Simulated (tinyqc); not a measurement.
## Input admittance of a MOSFET at zero drain bias: distributed channel and distributed gate: effect of the gate overdrive

Source and drain grounded, strong inversion, w = 2 pi f, Cox = eps0 eox/tox. The channel is an RC line of resistance 1/(mu Cox Vo) per square fed from both ends, so one finger has the intrinsic admittance y = i w Cox L tanh(g)/g per width, g = (1/2) sqrt(i w tau), tau = L^2/(mu Vo). The vertical resistance rv/L is in series with y, the overlaps 2 i w Cov in parallel: y_t = 1/(1/y + rv/L) + 2 i w Cov. The gate strip is a line of Rsh/L per length loaded by y_t, so a finger has Y = y_t Wf tanh(k)/k, k = (Wf/sd) sqrt(y_t Rsh/L); the device has Nf Y.

Low-frequency limits, with c = Cox L and ct = c + 2 Cov: R_strip = Rsh Wf/(3 sd^2 L Nf), R_ch = (c/ct)^2 L/(12 mu Cox Vo Wf Nf), R_vert = (c/ct)^2 rv/(L Wf Nf), C = ct Wf Nf. Z = 1/(Nf Y) = R + 1/(i w C), Q = |Im Z|/R, far-point signal |1/cosh k|.

Parameters, values chosen for the exercise; values of the order met in silicon radio-frequency transistors: relative permittivity of the gate insulator (close to zirconium oxide) eox = 25.3; insulator thickness tox = 7.5 nm; channel length L = 0.13 um; finger width Wf = 18 um; number of fingers Nf = 32; channel mobility mu = 250 cm^2/(V s); sheet resistance of the gate Rsh = 31 ohm/square; vertical resistivity of the gate stack rv = 2.2 ohm um^2; number of ends at which a finger is contacted sd = 2; overlap and fringe capacitance on each side Cov = 0.21 fF/um; frequency f = 1.3 GHz.

Constants: eps0 = 8.8541878128e-14 F/cm where lengths are in cm. Results are converted to the units shown.

Effect of the gate overdrive:
```
Vo (V),w tau,|k|,R (ohm),low-frequency R (ohm),C (fF),Q,signal at the far point
0.2,0.027608,0.82393,11.271,11.304,2453.4,4.4275,0.96285
0.35,0.015776,0.82393,11.227,11.260,2453.4,4.4447,0.96312
0.5,0.011043,0.82393,11.210,11.243,2453.4,4.4516,0.96323
0.65,0.0084949,0.82393,11.200,11.233,2453.4,4.4553,0.96329
0.8,0.0069021,0.82393,11.194,11.227,2453.4,4.4576,0.96333
0.95,0.0058123,0.82393,11.190,11.223,2453.4,4.4592,0.96335
1.1,0.0050197,0.82393,11.187,11.220,2453.4,4.4604,0.96337
1.25,0.0044173,0.82393,11.185,11.218,2453.4,4.4613,0.96339
```

As Vo goes from 0.2 to 1.25, R falls from 11.3 to 11.2 ohm, C stays near 2450 fF and Q rises from 4.43 to 4.46. Only the channel term depends on Vo.

Computed by the program tinyqc: `OMP_NUM_THREADS=1 python tinyqc.py 2262062 2262063 out.jsonl`, one thread of a shared Intel Xeon 2.30GHz, about 0.01 s for the whole run.
